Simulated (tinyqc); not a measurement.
## Capacitances against the distance to each plane

Endless row of lines of width wl, height tl and space sl between grounded planes at distance hd; e2 fills the gaps beside the lines, e1 the rest. Laplace's equation is solved on meshes of 3, 6 and 12 steps per unit u and extrapolated (Aitken), which is good to about 0.2 %. C_even (all lines at 1 V) is the capacitance Cg to the planes; C_odd (neighbours in antiphase) = Cg + 4 Cc if only nearest neighbours couple, which defines Cc; total with quiet neighbours Cg + 2 Cc. Plate values 2 eps0 e1 wl/hd and eps0 e2 tl/sl.

Values chosen for this exercise:

| symbol | value | unit | meaning |
|---|---|---|---|
| e1 | 3.9 |  | relative permittivity above and below the lines |
| e2 | 3.9 |  | relative permittivity between the lines |
| wl | 4 | u | line width, in units u |
| tl | 10 | u | line height |
| sl | 6 | u | space between lines |

Constants: eps0 = 8.8541878128e-12 F/m. Results are converted to the units shown.

The same in every row: plate Cc (aF/um) = 57.6.

Results:
```
hd (u),Cg (aF/um),Cc (aF/um),Cg + 2 Cc (aF/um),C_odd (aF/um),plate Cg (aF/um),"share of coupling, 2 Cc/(Cg + 2 Cc) (%)"
2,267,45.6,358,450,138,25.5
4,150,57.1,264,378,69.1,43.3
5,123,61.2,245,368,55.3,49.9
6,104,64.6,234,363,46.0,55.3
8,80.1,69.6,219,359,34.5,63.5
10,65.0,73.1,211,358,27.6,69.2
```

Estimate the missing row, hd = 3 u.

Computed row:
```
hd (u),Cg (aF/um),Cc (aF/um),Cg + 2 Cc (aF/um),C_odd (aF/um),plate Cg (aF/um),"share of coupling, 2 Cc/(Cg + 2 Cc) (%)"
3,191,52.0,295,399,92.1,35.2
```

With this row back in the table: As hd goes from 2 to 10, Cg falls from 267 to 65.0 aF/um, Cc rises from 45.6 to 73.1 aF/um and the share of coupling rises from 25.5 to 69.2 %. Cg is 1.93 times its plate value in the first row and 2.35 times in the last; for Cc the ratios are 0.793 and 1.27. Neighbours in antiphase raise the load by a factor of 1.25 and 1.69 over quiet ones. For hd = 10 the planes are farther than 0.8 of the pitch, so second neighbours couple too and Cg + 2 Cc understates the quiet load by a per cent or more.

Numbers from tinyqc (`OMP_NUM_THREADS=1 python tinyqc.py 2790113 2790114 out.jsonl`; about 0.7 s on one thread of a shared Intel Xeon 2.30GHz).
